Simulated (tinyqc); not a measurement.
Inside a calculation. Model: octagonal on-chip spiral inductor, lumped pi model.

Computed by the program tinyqc: `OMP_NUM_THREADS=1 python tinyqc.py 2302117 2302118 out.jsonl`, one thread of a shared Intel Xeon 2.30GHz, about 0.01 s for the whole run. Printed values are rounded.

Outer diameter do = di + 2 n wd + 2 (n - 1) sp, mean da = (do + di)/2, fill p = (do - di)/(do + di), length l = 3.314 n da. L = 2.25 mu0 n^2 da/(1 + 3.55 p), mu0 = 4 pi 1e-7 H/m. Rs = rho l/(wd delta (1 - exp(-th/delta))), delta = sqrt(rho/(pi f mu0)). Cs = n wd^2 eps0 eo/hu across the coil. At each end Cox = l wd eps0 eo/(2 ho) leads to the substrate branch Rsi = 2 rs he/(l wd) in parallel with Csi = l wd eps0 11.7/(2 he). With one end grounded Y = 1/(Rs + i w L) + i w Cs + 1/[1/(i w Cox) + 1/(1/Rsi + i w Csi)], w = 2 pi f; Q = -Im Y/Re Y. Eddy currents in neighbouring turns and in the substrate are left out.

Inputs (values chosen for the exercise); values of the order met in silicon radio-frequency processes:
- n = 2.5 (number of turns)
- wd = 20 um (line width)
- sp = 3 um (space between turns)
- di = 40 um (inner diameter)
- th = 0.9 um (metal thickness)
- rho = 3 uohm cm (metal resistivity)
- ho = 5.4 um (oxide below the coil)
- hu = 1.3 um (oxide between coil and underpass)
- eo = 3 (relative permittivity of the oxide)
- rs = 10 ohm cm (substrate resistivity)
- he = 50 um (effective spreading depth in the substrate)
- f = 6 GHz (frequency)

Constants: eps0 = 8.8541878128e-12 F/m. Results are converted to the units shown.

## Geometry and model elements

do, l, L, delta, Rs, Cs, Cox, Rsi and Csi as defined.

do = 149 um
l = 782.9325 um
L = 0.5480008 nH
delta = 1.125395 um
Rs = 1.895474 ohm
Cs = 20.43274 fF
Cox = 38.51240 fF
Rsi = 638.6247 ohm
Csi = 16.22142 fF

Rs is 1.45 times the direct-current value in this empirical form, which overstates the skin effect of a flat slab when delta is near th and so stands in for some current crowding.

## Admittance, quality factor and apparent inductance

Series branch 1/(Rs + i w L), substrate branch, total Y, Q = -Im Y/Re Y, apparent inductance Im(1/Y)/w, metal-only value w L/Rs, share of the loss in the substrate Re(substrate branch)/Re Y.

series branch = 4.40405-48.00064i mS
substrate branch = 0.4919486+0.8036186i mS
Y = 4.89600-46.42673i mS
Q = 9.482580
apparent inductance = 0.5650640 nH
w L/Rs = 10.89920
share of the loss in the substrate = 10.04797 %

Q is 87.0 % of the metal-only value.
